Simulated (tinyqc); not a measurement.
p-type polysilicon, carrier trapping at grain boundaries: effect of the doping.

One-dimensional grains of size Lg, uniform ionised doping N, monovalent traps Qt at each boundary at a depth Et below (for electrons) or above (for holes) the band edge there, abrupt depletion of width W on each side of a boundary, Boltzmann statistics. xi is the distance from the band edge at the grain centre to the Fermi level. Trapped charge Qt/(1 + exp((xi + VB - Et)/Vt)) = 2 N W, barrier VB = q N W^2/(2 eps0 eps_r).

If the trap equation with xi = Vt ln(NB/N) has a root W < Lg/2, the grain is partly depleted; otherwise W = Lg/2 and the trap equation gives xi = Et - VB + Vt ln(Qt/(N Lg) - 1). N* = Qt/Lg. n0 = NB exp(-xi/Vt); mean density n0 (1 - 2 W/Lg) by charge balance in a partly depleted grain, and n0 (sqrt(pi)/2) erf(u)/u with u = sqrt(VB/Vt) in a fully depleted one; v = sqrt(kB T/(2 pi ms m0)); barrier resistivity Vt exp(VB/Vt)/(q fe n0 v Lg); grain resistivity (1 - 2 W/Lg)/(q n0 mug); effective mobility 1/(q mean density total resistivity). Rows with xi above 0.45 V, towards mid-gap, are left out, since the other carrier type is ignored.

Values chosen for this exercise; values of the order met in polycrystalline silicon:
```
symbol,value,unit,meaning
T,300,K,temperature
eps_r,11.7,,relative permittivity
NB,2.65e19,cm^-3,valence-band density of states at T
Lg,32,nm,grain size
Qt,1.8e12,cm^-2,trap density of a grain boundary
Et,0.36,eV,depth of the trap level from the majority band edge at the boundary
ms,0.58,m0,mass for thermionic emission
fe,1,,correction factor of the emission rate
mug,170,cm^2/(V s),mobility inside the grains
```

Constants: q = 1.602176634e-19 C, kB = 1.380649e-23 J/K, m0 = 9.1093837015e-31 kg, Vt = kB T/q, eps0 = 8.8541878128e-14 F/cm where lengths are in cm. Results are converted to the units shown.

Effect of the doping:
columns A: N (cm^-3); B: N/N*; C: depleted share 2 W/Lg; D: VB (V); E: xi (V); F: mean density (cm^-3); G: resistivity (ohm cm); H: effective mobility (cm^2/(V s))
```
A             B        C         D        E         F         G      H
2.8e16  0.04978    1.000  0.005543   0.4307  1.438e12   1.148e4  378.2
5.3e16  0.09422    1.000   0.01049   0.4080  3.260e12      5780  331.2
9.9e16   0.1760    1.000   0.01960   0.3803  8.612e12      2815  257.4
1.8e17   0.3200    1.000   0.03563   0.3439  3.023e13      1278  161.6
3.5e17   0.6222    1.000   0.06929   0.2778  3.024e14     365.1  56.53
6.5e17    1.156   0.8641   0.09608  0.09586  8.834e16    0.9106  77.58
1.2e18    2.133   0.4687   0.05218  0.08001  6.376e17    0.1058  92.53
2.3e18    4.089   0.2446   0.02723  0.06319  1.738e18   0.02986  120.3
4.2e18    7.467   0.1339   0.01491  0.04762  3.638e18   0.01362  126.0
8e18      14.22  0.07031  0.007830  0.03096  7.438e18  0.006682  125.6
```

As N goes from 2.8e16 to 8e18, VB goes from 0.00554 through a maximum of 0.0961 (at N = 6.5e17 among the rows listed) to 0.00783 V, the resistivity falls from 11500 to 0.00668 ohm cm and the effective mobility moves up and down between 56.5 and 378 cm^2/(V s). The steepest fall of the resistivity among the rows, as N^(-9.7), lies between N = 3.5e17 and 6.5e17 cm^-3; N* = 5.62e17 cm^-3. While the grain is fully depleted VB grows as N; once the traps are full it falls as 1/N. For N = 2.3e18, 4.2e18, 8e18 xi is under 2.5 Vt, where Boltzmann statistics begin to fail. For N = 2.8e16, 5.3e16, 9.9e16, 4.2e18, 8e18 VB is below Vt, where abrupt depletion and thermionic emission are rough. For N = 6.5e17 the grain is near the changeover between partial and full depletion, within a few Debye lengths, where both limits are rough. For N = 2.8e16, 5.3e16, 9.9e16 the effective mobility exceeds mug, since drift through the depleted part of the grain is left out.

Program tinyqc, `OMP_NUM_THREADS=1 python tinyqc.py 2830198 2830199 out.jsonl`; Intel Xeon 2.30GHz, shared host, one thread, about 0.01 s.
